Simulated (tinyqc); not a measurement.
# From remote-phonon mobility back to mean distance of the electrons z0 = 3/b

Model: scattering of inversion-layer electrons by surface optical phonons of the gate insulator (remote phonon scattering). Computed by tinyqc, a small Python program. Command: `OMP_NUM_THREADS=1 python tinyqc.py 3111807 3111808 out.jsonl sophonon inv`. One thread of a shared host (Intel(R) Xeon(R) Processor @ 2.30GHz), about 0.03 s of CPU time with the checks.

One subband with the Fang-Howard envelope; insulator and channel are half-spaces, the gate is far away, and an interlayer only moves the polar surface away by t (its own modes and its permittivity contrast are left out).

Inputs (values chosen for the exercise, modelled on SiO2 on germanium): static constant of the insulator eps_0s = 3.82; intermediate constant eps_i = 2.99; optical constant eps_inf = 2.52; hbar omega_TO1 = 54.5 meV; hbar omega_TO2 = 141 meV; constant of the channel eps_s = 16.2; in-plane mass m = 0.122 m_0; valleys g_v = 4; sheet density n = 5.4e+12 1/cm^2; interlayer thickness t = 1.1 nm; temperature T = 300 K; mobility from other processes = 370 cm^2/(V s).

Screening by the channel electrons: none.

Constants: k_B = 8.617333262e-05 eV/K; hbar^2/(2 m_0) = 3.80998212 eV angstrom^2; e^2/(4 pi eps_0) = 14.39964548 eV angstrom; hbar = 6.582119569e-16 eV s; e = 1.602176634e-19 C; m_0 = 9.1093837015e-31 kg.

Method:
- eps(w) = eps_inf + (eps_0s - eps_i) w1^2/(w1^2 - w^2) + (eps_i - eps_inf) w2^2/(w2^2 - w^2). Surface modes solve eps(w) + eps_s = 0, a quadratic in w^2; the strength of a mode is g = 2/(w d eps/dw).
- Occupation N = 1/(exp(hbar w/(k_B T)) - 1).
- Density of states D = g_v m/(pi hbar^2); eta = E_F/(k_B T) = ln(exp(n/(D k_B T)) - 1); screening wave number q_s = e^2 D/(2 eps_0 eps_avg) x 1/(1 + exp(-eta)), eps_avg = (eps_s + eps_inf)/2; b = 3/z0.
- For a mode of strength g, without the occupation factor, Area x |M(q)|^2 = e^2 hbar w g/(2 eps_0 q) x (b/(b + q))^6 exp(-2 q t).
- Approximate momentum relaxation rate, taking tau v alike in the initial and final states: 1/tau = (m/(2 pi hbar^3)) sum over modes and over absorption (N, E' = E + hbar w) and emission (N + 1, E' = E - hbar w > 0) of [(1 - f(E'))/(1 - f(E))] int_0^(2 pi) Area |M(q)|^2 (1 - cos theta) d theta, q^2 = k^2 + k'^2 - 2 k k' cos theta, f the Fermi function; 48 midpoints in theta from 0 to pi.
- mu = (e/m) int tau E f (1 - f) dE/(k_B T int f dE), by 300 midpoints from 0 to (max(eta, 0) + 14) k_B T; Matthiessen sum with the other processes.

Task: A run gave the result below. Find the mean distance of the electrons z0 = 3/b, known to lie between 1.5 and 4.3 nm.

remote-phonon mobility = 569682.3 cm^2/(V s)

Result:

Each step takes the trial c = (a f_b - b f_a)/(f_b - f_a), f being the result less the target and a, b, c the logarithms of the listed values; c replaces end b, the old b replaces a if the sign of f changed, and otherwise f_a is halved.

Scan of the range:
```
mean distance of the electrons z0 = 3/b (nm)  remote-phonon mobility (cm^2/(V s))
1.50                                                                  2.60122e+05
1.79                                                                  3.30320e+05
2.13                                                                  4.29121e+05
2.54                                                                  5.75200e+05
3.03                                                                  7.94510e+05
3.61                                                                  1.12843e+06
4.30                                                                  1.65224e+06
```

False position (Illinois rule, in the logarithm of the input) inside the bracket:
```
step    end a    end b    trial  remote-phonon mobility (cm^2/(V s))
1     2.13000  2.54000  2.52317                               568570
2     2.54000  2.52317  2.52598                               569675
3     2.54000  2.52598  2.52602                               569689
4     2.52598  2.52602  2.52600                               569682
```

Remote-phonon mobility rises at every point of a 13-point scan of the range (every second point is shown), so one value fits; it is bracketed by 2.13 and 2.54. Answer: mean distance of the electrons z0 = 3/b = 2.526 nm.

Caution: a relaxation time is only an approximation for inelastic scattering, and static or no screening brackets the true dynamic screening only roughly.
